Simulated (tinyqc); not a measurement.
From results back to parameters: zigzag graphene nanoribbon in tight binding.

Problem. The edge state of a wide zigzag ribbon has weight 1 - x^2 on the edge site, x = 2 cos(k/2), and its amplitude falls by x from chain to chain, 1.5 acc apart. The weight below belongs to a hidden k between 2 pi/3 and pi.

Inputs chosen for the exercise (out of a larger set: near those used for graphene; not measured data): acc = 1.42 angstrom (bond length).

edge weight = 0.631707

Find: k; decay length.

Solution. x = sqrt(1 - weight), k = 2 arccos(x/2), decay length = -1.5 acc/ln x.

k = 2.525
decay length = 4.265 angstrom

Program tinyqc; command `OMP_NUM_THREADS=1 python tinyqc.py 1450780 1450781 out.jsonl`; about 0.01 s on one thread of a shared Intel(R) Xeon(R) Processor @ 2.30GHz.
